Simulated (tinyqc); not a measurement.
## Dose and depth of a threshold implant

Problem. A sheet of D acceptors per cm^2 lies at depth xi inside the depleted layer of a body doped Na. In the depletion approximation VT = Vfb + f2 + q D/Cox + gamma sqrt(f2 + Vsb - q D xi/(eps0 eps_r)), gamma = sqrt(2 eps0 eps_r q Na)/Cox, Cox = eps0 eox/tox. Find gamma, D and xi.

Inputs (values chosen for the exercise); band and dielectric values close to those of silicon: relative permittivity eps_r = 11.5; acceptor density deep in the body Na = 2.7e16 cm^-3; relative permittivity of the gate insulator (close to silicon dioxide) eox = 3.9; insulator thickness tox = 11 nm; flat-band voltage Vfb = -0.84 V; band bending 2 phiF at threshold f2 = 0.689 V.

Constants: q = 1.602176634e-19 C, eps0 = 8.8541878128e-14 F/cm where lengths are in cm. Results are converted to the units shown.

VT against the source at Vsb = 0 and 2.3 V (V): [0.29265378, 0.59211131]

Answer. With y^2 = f2 - q D xi/(eps0 eps_r) and d the difference of the thresholds over gamma, sqrt(y^2 + Vsb) - y = d gives y = (Vsb - d^2)/(2 d). The first threshold then gives D, and y^2 gives xi.

gamma = 0.299 V^0.5
D = 4.90e11 cm^-2
xi = 35.0 nm

Program tinyqc, `OMP_NUM_THREADS=1 python tinyqc.py 2080174 2080175 out.jsonl`; Intel Xeon 2.30GHz, shared host, one thread, about 0.4 s.
